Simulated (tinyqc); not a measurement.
# Barrier and mass from two Fowler-Nordheim currents

Question. Fowler-Nordheim tunnelling through a dielectric follows J = A F^2 exp(-B/F), A = q^2 me/(16 pi^2 hbar m1 phi1) (A/V^2 with phi1 in volts), B = (4/3) sqrt(m1/C) phi1^1.5 (V/nm), C = hbar^2/(2 m0). Find B, A, phi1 and m1.

Inputs (values chosen for the exercise): emitter mass in the supply function me = 1 m0.

Constants: q = 1.602176634e-19 C, hbar = 1.054571817e-34 J s, m0 = 9.1093837015e-31 kg, hbar^2/(2 m0) = 0.0380998212 eV nm^2. Results are converted to the units shown.

J at F = 0.63 and 1.35 V/nm (A/cm^2): [14514.406, 9.8549545e6]

Answer. The slope of ln(J/F^2) against 1/F is -B and the intercept gives A. A fixes the product m1 phi1, and B = (4/3) phi1 sqrt(m1 phi1/C) then gives phi1.

B = 5.902 V/nm
A = 4.282e-6 A/V^2
phi1 = 1.440 eV
m1 = 0.2500 m0

Computed by the program tinyqc: `OMP_NUM_THREADS=1 python tinyqc.py 2540159 2540160 out.jsonl`, one thread of a shared Intel Xeon 2.30GHz, about 0.04 s for the whole run.
